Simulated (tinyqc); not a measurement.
What each parameter does: Wannier function of the lower band of a two-orbital chain.

H(k) = [[-d/2 - 2 ta cos k, -t1 - t2 exp(-ik)], [-t1 - t2 exp(ik), d/2 - 2 tb cos k]], k in 1/a, Bloch sums with exp(ikR) and without the positions inside the cell. Mesh k_j = 2 pi j/N. Projection gauge: each lower eigenvector u is multiplied by the phase that makes <trial|u> real and positive (the one-band case of Loewdin orthogonalisation). Wannier amplitudes w(R) = (1/N) sum_k exp(ikR) u(k); hoppings H(R) = (1/N) sum_k exp(-ikR) E(k).

Values chosen for the exercise:
```
symbol  value  unit     meaning
d       1.4    eV       A at -d/2, B at +d/2
t1      1.08   eV       A-B in the cell
t2      1.15   eV       B to A of the next cell
ta      -0.19  eV       A-A between cells
tb      0.22   eV       B-B between cells
xb      0.39   a        position of B (A at 0)
th      45     degrees  trial orbital cos(th) A + sin(th) B in cell 0
```

N = 24: centre (folded into [0, 1)) and Omega_I from overlaps M_j = u_j^+ diag(1, exp(-i b xb)) u_(j+1), b = 2 pi/N: centre = -(1/2 pi) Im ln prod M_j, Omega_I = mean(1 - |M_j|^2)/b^2; and the first two hoppings H(R).

Results for these values:
```
case  centre (a)  Omega_I (a^2)  H(1) (eV)  H(2) (eV)
base      0.9614         0.0811    -0.2971     0.0113
```

What happens to each result for d = 1.7 eV, all else kept?

Answer: centre rises from 0.9614 to 0.9658; Omega_I falls from 0.0811 to 0.0709; H(1) rises from -0.2971 to -0.2669; H(2) falls from 0.0113 to 0.0061.

The same for each parameter in turn:
```
case             centre (a)  Omega_I (a^2)  H(1) (eV)  H(2) (eV)
base                 0.9614         0.0811    -0.2971     0.0113
d = 1.7 eV           0.9658         0.0709    -0.2669     0.0061
t1 = 1.23 eV         0.9825         0.0810    -0.3329     0.0170
t2 = 1.05 eV         0.9766         0.0763    -0.2735     0.0077
ta = -0.09 eV        0.9612         0.0824    -0.3734     0.0219
xb = 0.44 a          0.9743         0.0789    -0.2971     0.0113
th = 55 degrees      0.9614         0.0811    -0.2971     0.0113
```

The trial angle is a choice of gauge and moves none of these; xb enters the position operator alone, so it leaves the hoppings.

Program tinyqc; command `OMP_NUM_THREADS=1 python tinyqc.py 1482644 1482645 out.jsonl`; about 0.1 s on one thread of a shared Intel(R) Xeon(R) Processor @ 2.30GHz.
